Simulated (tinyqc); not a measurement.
Inside a calculation. Method: ROHF in the 6-31g basis, for H4+, spin multiplicity 2. One step of it, computed by the program tinyqc.

Task: Orthogonalisation. S = U s U^T; canonical form X = U s^(-1/2), so that X^T S X = 1. Each column of U has its largest component positive (the first on a tie).

overlap S, order 1H 1s, 1H 2s, 2H 1s, 2H 2s, 3H 1s, 3H 2s, 4H 1s, 4H 2s:
```
[[1.000000, 0.658292, 0.039065, 0.200943, 0.006497, 0.098137, 0.000354, 0.030138],
 [0.658292, 1.000000, 0.200943, 0.482427, 0.098137, 0.310252, 0.030138, 0.149674],
 [0.039065, 0.200943, 1.000000, 0.658292, 0.000354, 0.030138, 0.006497, 0.098137],
 [0.200943, 0.482427, 0.658292, 1.000000, 0.030138, 0.149674, 0.098137, 0.310252],
 [0.006497, 0.098137, 0.000354, 0.030138, 1.000000, 0.658292, 0.039065, 0.200943],
 [0.098137, 0.310252, 0.030138, 0.149674, 0.658292, 1.000000, 0.200943, 0.482427],
 [0.000354, 0.030138, 0.006497, 0.098137, 0.039065, 0.200943, 1.000000, 0.658292],
 [0.030138, 0.149674, 0.098137, 0.310252, 0.200943, 0.482427, 0.658292, 1.000000]]
```

Give: eigenvalues of S; X.

Result:

eigenvalues of S: [0.165, 0.278, 0.296, 0.410, 1.147, 1.367, 1.758, 2.579]

X, order 1H 1s, 1H 2s, 2H 1s, 2H 2s, 3H 1s, 3H 2s, 4H 1s, 4H 2s:
```
[[-0.544, -0.575, -0.647, 0.657, 0.419, 0.340, 0.268, 0.169],
 [1.104, 0.755, 0.652, -0.423, 0.206, 0.259, 0.266, 0.262],
 [0.544, 0.575, -0.647, 0.657, -0.419, -0.340, 0.268, 0.169],
 [-1.104, -0.755, 0.652, -0.423, -0.206, -0.259, 0.266, 0.262],
 [0.544, -0.575, 0.647, 0.657, -0.419, 0.340, -0.268, 0.169],
 [-1.104, 0.755, -0.652, -0.423, -0.206, 0.259, -0.266, 0.262],
 [-0.544, 0.575, 0.647, 0.657, 0.419, -0.340, -0.268, 0.169],
 [1.104, -0.755, -0.652, -0.423, 0.206, -0.259, -0.266, 0.262]]
```
